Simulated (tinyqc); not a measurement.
ESD clamp with bipolar snapback, compact model and design window: one step of the calculation.

The drain junction multiplies the current that enters it: Igen = (M - 1)(Ic + I0), M = 1/(1 - (Vj/BV)^n). The generated holes leave through the substrate resistance and the base of the parasitic npn: Igen = Vb/Rb + Ic/be, Ic = Is exp(Vb/Vt). Terminal current I = Ic + I0 + Igen and voltage V = Vj + I Ro, per width. Isothermal, constant gain.

Task. Base voltage at the failure current. I(Vb) = Ic (1 + 1/be) + I0 + Vb/Rb, I' = Ic (1 + 1/be)/Vt + 1/Rb; Newton steps on ln I: Vb(new) = Vb - ln(I/It2) I/I'. V follows from the introduction.

Inputs (values chosen for the exercise); values close to those of grounded-gate n-channel clamps:

| symbol | value | unit | meaning |
|---|---|---|---|
| T | 300 | K | temperature |
| BV | 6.4 | V | junction breakdown voltage |
| n | 4 |  | exponent of the multiplication |
| be | 10.5 |  | current gain of the parasitic npn |
| Is | 8.1e-18 | A/um | saturation current |
| I0 | 5.5e-11 | A/um | junction leakage |
| Rb | 5200 | ohm um | substrate resistance |
| Ro | 210 | ohm um | drain ballast and contact resistance |
| It2 | 7.7 | mA/um | failure current for 100 ns |

Constants: q = 1.602176634e-19 C, kB = 1.380649e-23 J/K, Vt = kB T/q. Results are converted to the units shown.

Vb after iteration 1 = 0.94336462 V

Find: I; V; I'; Vb after iteration 2.

Result.

I = 62.673 mA/um
V = 16.663 V
I' = 2417.5 mS/um
Vb after iteration 2 = 0.88901 V

tinyqc, about 0.01 s, one thread, Intel Xeon 2.30GHz (shared host): `OMP_NUM_THREADS=1 python tinyqc.py 2670110 2670111 out.jsonl`
